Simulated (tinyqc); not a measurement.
Precursor delivery and alloy composition in metal-organic vapour-phase epitaxy: one step, computed by the program tinyqc.

Carrier gas leaves each bubbler saturated. Group-III species cross a boundary layer and react at the surface; element 2 can also desorb. The film is (1)_(1-x) (2)_x V with a zinc-blende cell.

Task: Molar flows. Temperatures in kelvin are T(C) + 273.15. Vapour pressure p_v = 10^(a - b/T); precursor flow = carrier flow x p_v/(p_b - p_v); 1 sccm = 44.615 micromol/min; V/III = hydride flow over the sum of both; gas share x_g = F2/(F1 + F2).

Inputs (values chosen for the exercise, close to those used for AlGaAs from TMAl and TMGa):

| quantity | value | unit |
|---|---|---|
| source 1: a in log10(p/torr) = a - b/T | 8.22 | - |
| source 1: b | 2134 | K |
| source 1: bath temperature | 20 | C |
| source 1: carrier flow | 24 | sccm |
| source 2: a | 8.07 | - |
| source 2: b | 1703 | K |
| source 2: bath temperature | -6 | C |
| source 2: carrier flow | 10 | sccm |
| bubbler pressure p_b | 400 | torr |
| group-V hydride flow | 320 | sccm |

Give: vapour pressures; molar flows; V/III ratio; gas share x_g.

Result:

vapour pressures (torr): source 1 8.719, source 2 49.58

molar flows (micromol/min): F1 23.86, F2 63.12

V/III ratio = 164.1

gas share x_g = 0.7257

The slope of F2 with the temperature of bath 2 is b ln(10)/T^2 x p_b/(p_b - p_v) = 6.3 % per kelvin. Caution: trimethylaluminium is largely a dimer in the vapour, which would double its metal flow; it is counted as a monomer here.
